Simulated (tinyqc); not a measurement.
Global model of a low-pressure process discharge: electron temperature, density, ion flux and ion energy: one step, computed by the program tinyqc.

Maxwellian electrons with temperature T_e in eV, one positive ion, no negative ions, uniform bulk density n; rate constants have the Arrhenius form.

Problem. Geometry factors. n_g = p/(k_B T_g); lambda_i = 1/(n_g sigma); h_L = 0.86/sqrt(3 + L/(2 lambda_i)), h_R = 0.8/sqrt(4 + R/lambda_i); A_eff = 2 pi R^2 h_L + 2 pi R L h_R; d_eff = pi R^2 L/A_eff.

Inputs (values chosen for the exercise, of the order of those of an inductive discharge in a simple atomic gas):
```
quantity                     value  unit
ion-neutral cross section  7.5e-19   m^2
pressure p                    0.72    Pa
gas temperature T_g            500     K
radius R                       8.8    cm
height L                       9.3    cm
```

Constants: k_B = 1.380649e-23 J/K.

Give: gas density n_g; ion mean free path; h_L; h_R; A_eff; d_eff.

Solution.

gas density n_g = 1.043e+20 1/m^3

ion mean free path = 1.278 cm

h_L = 0.3338

h_R = 0.2425

A_eff = 287.1 cm^2

d_eff = 7.880 cm
